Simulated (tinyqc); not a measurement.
From results back to parameters: gated graphene: carriers, quantum capacitance and optical conductivity. Two cases, with inputs chosen for the exercise.

Problem. At low temperature the interband edge lies at 2|mu|, n = mu^2/(pi hv^2), and V = mu/e + e n/Cox with Cox/e^2 = k/(4 pi e2 t), e2 = e^2/(4 pi eps0), t in angstrom. The edge and the voltage are given; hv is hidden.

Constants: e^2/(4 pi eps0) = 14.39964547 eV angstrom.

Case 1.

Values chosen (out of a larger set: Fermi velocity near that of graphene, gate dielectric near SiO2; not measured data): k = 3.71 (dielectric constant of the gate layer); t = 285 nm (its thickness).

edge = 0.3040 eV
V = 21.8751 V

Case 2.

Values chosen (out of a larger set: Fermi velocity near that of graphene, gate dielectric near SiO2; not measured data): k = 3.71 (dielectric constant of the gate layer); t = 10 nm (its thickness).

edge = 0.6740 eV
V = 4.83634 V

Find: n; hv; vF (hbar = 6.58211957e-16 eV s).
Solution. mu is half the edge; n = Cox (V - mu/e)/e; hv = mu/sqrt(pi n).

Case 1.

n = 1.56e+12 1/cm^2
hv = 6.86 eV angstrom
vF (hbar = 6.58211957e-16 eV s) = 1.04e+06 m/s

Case 2.

n = 9.22e+12 1/cm^2
hv = 6.26 eV angstrom
vF (hbar = 6.58211957e-16 eV s) = 9.51e+05 m/s

Computed by tinyqc, one run a case: `OMP_NUM_THREADS=1 python tinyqc.py N N+1 out.jsonl` with N = 1652625, 1680005; one thread of a shared Intel(R) Xeon(R) Processor @ 2.30GHz, about 0.01 s a run at most.
